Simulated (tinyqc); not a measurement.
From results back to parameters: two-node Weyl semimetal on a cubic lattice and its slab. Four cases, with inputs chosen for the exercise.

Problem. Along (0,0,kz) the levels of the bulk are -/+ |M|, M = tz (cos k0 - cos kz), with nodes at +/-k0, 0 < k0 < pi. The planes with M < 0, that is |kz| < k0, each carry a Chern number of size one. The gaps at kz = 0 and pi come from hidden tz and k0.

Find: tz; k0; |sigma_xy| = k0/pi.

Method. The gaps are 2 tz (1 - cos k0) and 2 tz (1 + cos k0): their sum is 4 tz, and the gap at pi less the gap at 0, over the sum, is cos k0.

Case 1.

gaps 2|M| (eV): kz = 0 0.41470, kz = pi 0.94530

Solution.

tz = 0.340 eV
k0 = 1.170 1/a
|sigma_xy| = k0/pi = 0.372 e^2/(h a)

Case 2.

gaps 2|M| (eV): kz = 0 0.39324, kz = pi 1.28676

Solution.

tz = 0.420 eV
k0 = 1.010 1/a
|sigma_xy| = k0/pi = 0.321 e^2/(h a)

Case 3.

gaps 2|M| (eV): kz = 0 1.62027, kz = pi 0.41973

Solution.

tz = 0.510 eV
k0 = 2.200 1/a
|sigma_xy| = k0/pi = 0.700 e^2/(h a)

Case 4.

gaps 2|M| (eV): kz = 0 1.36724, kz = pi 0.79276

Solution.

tz = 0.540 eV
k0 = 1.840 1/a
|sigma_xy| = k0/pi = 0.586 e^2/(h a)

Computed by tinyqc, one run a case: `OMP_NUM_THREADS=1 python tinyqc.py N N+1 out.jsonl` with N = 1451976, 1452110, 1452117, 1452134; one thread of a shared Intel(R) Xeon(R) Processor @ 2.30GHz, about 0.3 s a run at most.
